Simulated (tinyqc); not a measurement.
Velocity against current: domain walls in a thin film with perpendicular anisotropy: Bloch, Neel and chiral walls, motion and stripe domains. Computed by tinyqc, a small Python program. Command: `OMP_NUM_THREADS=1 python tinyqc.py 3001752 3001753 out.jsonl mwall walk`. One thread of a shared host (Intel(R) Xeon(R) Processor @ 2.30GHz), about 0.01 s of CPU time with the checks.

One-dimensional wall: polar angle theta(x), azimuth phi of the moment in the wall (phi = 0 Neel, 90 degrees Bloch). mu_0 = 1.25663706212e-6 T m/A, gamma = 1.76085963023e11 rad/(s T).

Inputs (values chosen for the exercise, for a model film): saturation magnetisation M_s = 856 kA/m; exchange stiffness A = 19 pJ/m; uniaxial anisotropy K_u = 572 kJ/m^3; DMI constant D = 0.056 mJ/m^2; thickness t = 1.2 nm; damping alpha = 0.043; current density J = 0.42 1e12 A/m^2; spin Hall angle theta_SH = 0.097.

Drive: spin-orbit torque.

Constants: hbar = 1.054571817e-34 J s; e = 1.602176634e-19 C.

Method:
- K_eff = K_u - mu_0 M_s^2/2; Delta = sqrt(A/K_eff); sigma_0 = 4 sqrt(A K_eff); profile theta = 2 arctan exp(x/Delta); quality factor Q = 2 K_u/(mu_0 M_s^2).
- sigma(phi) = sigma_0 + 2 Delta K_D cos^2(phi) - pi D cos(phi), with the wall shape anisotropy K_D = N_x mu_0 M_s^2/2, N_x = t ln 2/(pi Delta). The minimum has cos(phi) = D/D_N for D < D_N = 4 Delta K_D/pi and phi = 0 beyond; sigma turns negative at D_c = (sigma_0 + 2 Delta K_D)/pi.
- Spin-orbit drive: B_SL = hbar theta_SH J/(2 e M_s t) acts as the field (pi/2) B_SL cos(phi). Steady state: v = (gamma Delta/alpha)(pi/2) B_SL cos(phi) = gamma Delta [B_D sin(phi) - (B_K/2) sin(2 phi)], B_K = 2 K_D/M_s, B_D = pi D/(2 M_s Delta); the root with phi between its rest value and 90 degrees; v saturates at v_D = gamma Delta B_D.

K_D = 9.34234 kJ/m^3

width parameter Delta = 13.0475 nm

azimuth phi = 68.8493 degrees

saturation velocity v_D = 18.0950 m/s

Steady motion:
```
J (1e12 A/m^2)  B_SL (mT)  phi (degrees)  v (m/s)  v at fixed rest phi (m/s)
0.02                 0.62         79.895    9.152                       18.8
0.05                 1.55         84.269   13.022                       47.1
0.10                 3.11         86.669   15.155                       94.1
0.20                 6.22         88.187   16.500                      188.2
0.50                15.54         89.235   17.423                      470.6
1.00                31.08         89.610   17.753                      941.1
2.00                62.16         89.803   17.923                     1882.3
5.00               155.39         89.921   18.026                     4705.7
```

What follows from these numbers?

The linear law holds to 5 % in 0 of the eight rows; in the last row v is 99.6 % of v_D = pi gamma D/(2 M_s), which depends on neither alpha nor theta_SH. Caution: pinning, heating and tilting of the wall are left out.

Extremes, crossings and ranges named in words are read from the listed rows.
